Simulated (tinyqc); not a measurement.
Inside a calculation. Model: gated two-dimensional channel with two bands, quantum capacitance.

Computed by the program tinyqc: `OMP_NUM_THREADS=1 python tinyqc.py 2200141 2200142 out.jsonl`, one thread of a shared Intel Xeon 2.30GHz, about 0.01 s for the whole run. Printed values are rounded.

phi is the Fermi level above the lowest band edge, in volts; Vg is counted from the gate voltage at which an empty channel would have phi = 0. The channel has no thickness; trap charge is -q Dit phi.

Inputs (values chosen for the exercise); lowest band close to that of a thin InAs body:
- T = 400 K (temperature)
- eox = 3.9 (relative permittivity of the gate insulator (close to silicon dioxide))
- tox = 8.5 nm (insulator thickness)
- md = 0.0345 m0 (in-plane mass)
- gv = 1 (valley degeneracy)
- m2 = 0.045 m0 (in-plane mass of a second band, chosen freely)
- g2 = 1 (valley degeneracy of that band, chosen freely)
- E2 = 0.14 eV (second band edge above the first)
- Dit = 1.7e11 cm^-2 eV^-1 (density of traps)
- Vg = 0.29 V (gate voltage)

Constants: q = 1.602176634e-19 C, kB = 1.380649e-23 J/K, hbar = 1.054571817e-34 J s, m0 = 9.1093837015e-31 kg, Vt = kB T/q, eps0 = 8.8541878128e-14 F/cm where lengths are in cm. Results are converted to the units shown.

## Gate capacitance

Cox = eps0 eox/tox.

Cox = 0.406251 uF/cm^2

## Starting value

phi = 0.01 V.

phi at the start = 0.01 V

## Iteration 1: new phi

D1 = gv md m0 q/(pi hbar^2), D2 = g2 m2 m0 q/(pi hbar^2) per eV; n1 = D1 Vt ln(1 + exp(phi/Vt)), n2 = D2 Vt ln(1 + exp((phi - E2)/Vt)), n = n1 + n2; Cq = q dn/dphi = q [D1/(1 + exp(-phi/Vt)) + D2/(1 + exp((E2 - phi)/Vt))]. Newton: f = phi + q (n + Dit phi)/Cox - Vg, phi(new) = phi - f/(1 + (Cq + q Dit)/Cox).

n1 = 4.21597e11 cm^-2
n2 = 1.47456e10 cm^-2
Cq = 1.38858 uF/cm^2
f = -0.107244 V
phi after iteration 1 = 0.0339114 V

## Iteration 2: new phi

As before.

n1 = 6.46515e11 cm^-2
n2 = 2.91790e10 cm^-2
Cq = 1.81327 uF/cm^2
f = 0.0126657 V
phi after iteration 2 = 0.0316213 V

## Course of the iteration

Stop when the step is below 1e-10 V, or after 40 iterations.

Course of the iteration:

| iteration | phi before the step (V) | step (V) |
|---|---|---|
| 1 | 0.01 | 0.0239 |
| 2 | 0.0339114 | -2.29e-3 |
| 3 | 0.0316213 | -2.02e-5 |
| 4 | 0.0316011 | -1.58e-9 |
| 5 | 0.0316011 | < 1e-14 |

Converged in 5 iterations.

## Charge and capacitances at the solution

converged phi = 0.0316011 V

D1 = gv md m0 q/(pi hbar^2), D2 = g2 m2 m0 q/(pi hbar^2) per eV; n1 = D1 Vt ln(1 + exp(phi/Vt)), n2 = D2 Vt ln(1 + exp((phi - E2)/Vt)), n = n1 + n2; Cq = q dn/dphi = q [D1/(1 + exp(-phi/Vt)) + D2/(1 + exp((E2 - phi)/Vt))]. 1/C_G = 1/Cox + 1/(Cq + q Dit); dphi/dVg = Cox/(Cox + Cq + q Dit).

n = 6.49829e11 cm^-2
Cq = 1.77391 uF/cm^2
C_G = 0.331484 uF/cm^2
dphi/dVg = 0.184041

C_G is 81.6 % of Cox; 10.9 % of the gate voltage has gone into phi.
